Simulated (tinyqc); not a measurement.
## Core-level spacing from the offsets

Inverse problem. For an overlayer B on a substrate A, dEv = (iB - iA) - (cB - vB) + (cA - vA) in binding energies, and dEc + dEv = EgB - EgA. Find dEv and the spacing iB - iA that a thin film must show.

Inputs (values chosen for the exercise):

| symbol | value | unit | meaning |
|---|---|---|---|
| EgA | 3.46 | eV | gap of the substrate A |
| EgB | 5.83 | eV | gap of the overlayer B |

dEc = 1.29 eV
cA - vA = 84.73 eV
cB - vB = 61.81 eV

Solution. The gaps give dEv, and the Kraut relation is solved for the spacing.

dEv = 1.0800 eV
iB - iA = -21.840 eV

Numbers from tinyqc (`OMP_NUM_THREADS=1 python tinyqc.py 2410120 2410121 out.jsonl`; about 0.01 s on one thread of a shared Intel Xeon 2.30GHz).
